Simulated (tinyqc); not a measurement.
From results back to parameters: Fermi-Dirac statistics of conduction electrons. Five cases, with inputs chosen for the exercise.

Problem. At zero temperature k_F = (3 pi^2 n)^(1/3) and E_F (1 + alpha E_F) = c k_F^2/m, c = hbar^2/2m0, m the density-of-states mass. The Fermi energies at two densities were computed from hidden m and alpha.

Constants: hbar^2/2m0 = 3.80998211 eV angstrom^2.

Case 1.

Values chosen (out of a larger set: near those of GaAs, lowest valleys alone; not measured data): nA = 8e+17 1/cm^3; nB = 3e+18 1/cm^3.

E_F at nA = 0.046093 eV
E_F at nB = 0.107525 eV

Case 2.

Values chosen (out of a larger set: near those of GaAs, lowest valleys alone; not measured data): nA = 6e+18 1/cm^3; nB = 2e+19 1/cm^3.

E_F at nA = 0.164316 eV
E_F at nB = 0.334968 eV

Case 3.

Values chosen (out of a larger set: near those of InAs, lowest valleys alone; not measured data): nA = 7e+17 1/cm^3; nB = 2e+18 1/cm^3.

E_F at nA = 0.089748 eV
E_F at nB = 0.158571 eV

Case 4.

Values chosen (out of a larger set: near those of Ge, lowest valleys alone; not measured data): nA = 8e+19 1/cm^3; nB = 3e+20 1/cm^3.

E_F at nA = 0.115082 eV
E_F at nB = 0.256989 eV

Case 5.

Values chosen (out of a larger set: near those of InP, lowest valleys alone; not measured data): nA = 5e+18 1/cm^3; nB = 2e+19 1/cm^3.

E_F at nA = 0.123768 eV
E_F at nB = 0.285649 eV

Find: k_F at nA and nB; m; alpha.

Solution. c k^2 (1/m) - E^2 alpha = E is linear in 1/m and alpha; two densities give two equations.

Case 1.

k_F at nA and nB (1/angstrom): 0.02872  0.04462

m = 0.0664 m0
alpha = 0.58 1/eV

Case 2.

k_F at nA and nB (1/angstrom): 0.05622  0.08398

m = 0.0666 m0
alpha = 0.61 1/eV

Case 3.

k_F at nA and nB (1/angstrom): 0.02747  0.03898

m = 0.0262 m0
alpha = 2.48 1/eV

Case 4.

k_F at nA and nB (1/angstrom): 0.13330  0.20710

m = 0.550 m0
alpha = 0.61 1/eV

Case 5.

k_F at nA and nB (1/angstrom): 0.05290  0.08398

m = 0.0801 m0
alpha = 0.61 1/eV

Computed by tinyqc, one run a case: `OMP_NUM_THREADS=1 python tinyqc.py N N+1 out.jsonl` with N = 1680795, 1680880, 1680932, 1680980, 1681029; one thread of a shared Intel(R) Xeon(R) Processor @ 2.30GHz, about 0.01 s a run at most.
